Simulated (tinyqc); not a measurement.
X-ray reflectivity of a thin film on silicon: critical angles, Parratt recursion, fringes and roughness: one step, computed by the program tinyqc.

n = 1 - delta + i beta; the classical electron radius is r_e = 2.8179403e-6 nm. Layer 0 is vacuum, 1 the film, 2 the substrate.

Task: Fringe period, contrast and decay. Far above the critical angle the period is d theta = lambda/(2 d), or 2 pi/d in q; the envelope runs between (|r_01| - |r_12 p|)^2 and (|r_01| + |r_12 p|)^2; contrast = 2 a b/(a^2 + b^2) with a = |r_01|, b = |r_12 p|; roughness factors on the amplitudes are about exp(-q^2 sigma^2/2).

Inputs (values chosen for the exercise, modelled on Al2O3 on silicon, copper K-alpha radiation):
```
quantity                              value  unit
wavelength lambda                   0.15406    nm
film thickness d                       27.6    nm
roughness of the surface sigma_1       0.23    nm
roughness of the interface sigma_2     0.52    nm
```

1000 r_01 = 2.643823-0.031995i

1000 r_12 = -0.2007118-0.0058958i

p = -0.8491888+0.5149469i

q = 4 pi sin(theta)/lambda = 3.074314 1/nm

Give: period in theta; period in q; contrast; roughness factor, surface; roughness factor, interface.

Result:

period in theta = 0.1599 degrees

period in q = 0.2277 1/nm

contrast = 0.1500

roughness factor, surface = 0.7788

roughness factor, interface = 0.2786
